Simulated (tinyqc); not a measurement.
# Ellipsometry and reflectance of a transparent film on an absorbing substrate, step by step

Computed by the program tinyqc: `OMP_NUM_THREADS=1 python tinyqc.py 2870218 2870219 out.jsonl`, one thread of a shared Intel Xeon 2.30GHz, about 0.3 s for the whole run. Printed values are rounded.

Air (index 1), film, substrate with N2 = n2 - i k2; time factor exp(+i w t). q_j = sqrt(N_j^2 - sin^2 th), root with positive real part. Fresnel coefficients r_s = (q_a - q_b)/(q_a + q_b), r_p = (N_b^2 q_a - N_a^2 q_b)/(N_b^2 q_a + N_a^2 q_b). tan(Psi) exp(i Delta) = R_p/R_s, Delta taken from 0 to 360 degrees.

Inputs (values chosen for the exercise); indices close to those of aluminium oxide on silicon:
- lam = 632.8 nm (wavelength)
- th = 60 degrees (angle of incidence)
- n1 = 1.674 (index of the transparent film)
- d = 30 nm (film thickness)
- n2 = 3.882 (index of the substrate)
- k2 = 0.019 (extinction coefficient of the substrate)

## Interface coefficients and thickness period

q0, q1, q2 and the coefficients r01 and r12 for p and s; the results repeat in d with the period lam/(2 q1).

q0 = 0.5
q1 = 1.43258
q2 = 3.78417-0.01949i
r01,p = -0.0110945
r01,s = -0.482556
r12,p = 0.341214-0.002049i
r12,s = -0.450785+0.002052i
period = 220.861 nm

## Psi, Delta and reflectances

beta = 2 pi d q1/lam, X = exp(-2 i beta), R = (r01 + r12 X)/(1 + r01 r12 X) for p and s.

beta = 0.426729 rad
X = 0.657381-0.753559i
R_p = 0.211447-0.259720i
R_s = -0.708841+0.196442i
Psi = 24.4804 degrees
Delta = 144.640 degrees
|R_p|^2 = 0.112164
|R_s|^2 = 0.541045

The bare substrate gives Psi = 23.38 and Delta = 179.72 degrees.
